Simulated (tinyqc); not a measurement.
Self-consistent Fermi level with native defects, at growth and after a quench: one step, computed by the program tinyqc.

Energies are counted from the top of the valence band (VBM); when the gap shrinks with temperature the conduction band moves and the levels stay. D and A draw on one reservoir with opposite signs, as the two vacancies of a compound do.

Problem. Equilibrium at growth. n = N_c F_1/2((E_F - E_g)/k_B T), p = N_v F_1/2(-E_F/k_B T). F_1/2(eta) = (2/sqrt(pi)) int_0^infinity sqrt(x)/(1 + exp(x - eta)) dx, by the trapezoid rule in t = sqrt(x) with step 0.02 up to t = 12 (for eta < -12 by exp(eta) - exp(2 eta)/2^(3/2)). In equilibrium c_q = N_s exp(-(E_f(q, 0) + q E_F)/k_B T). Net charge = p - n + sum q c_q; the log ratio is ln(positive charge/negative charge). E_F is the root of the log ratio, by 50 bisections between -0.5 eV and E_g + 0.5 eV.

Inputs (values chosen for the exercise, for a model semiconductor): site density N_s = 2.1e+22 cm^-3; growth temperature T_g = 1080 K.

Added shallow dopant: none.

E_g(T_g) = 1.278 eV

N_c(T_g) = 2.050115e+18 cm^-3

N_v(T_g) = 6.820586e+19 cm^-3

k_B T_g = 0.09306720 eV

E_f(q, E_F = 0) (eV): D(+1) 0.443, D(0) 1.593, A(0) 2.102, A(-1) 2.525, A(-2) 2.954, A(-3) 3.631

Give: E_F at growth; n at growth; p at growth; Defects at growth; total D; total A.

Solution.

E_F at growth = 0.7703 eV

n at growth = 8.749e+15 cm^-3

p at growth = 1.735e+16 cm^-3

Defects at growth:
```
state  E_f (eV)  c (cm^-3)
D(+1)     1.213  4.575e+16
D(0)      1.593  7.737e+14
A(0)      2.102  3.261e+12
A(-1)     1.755  1.361e+14
A(-2)     1.413  5.328e+15
A(-3)     1.320  1.452e+16
```

total D = 4.653e+16 cm^-3

total A = 1.999e+16 cm^-3
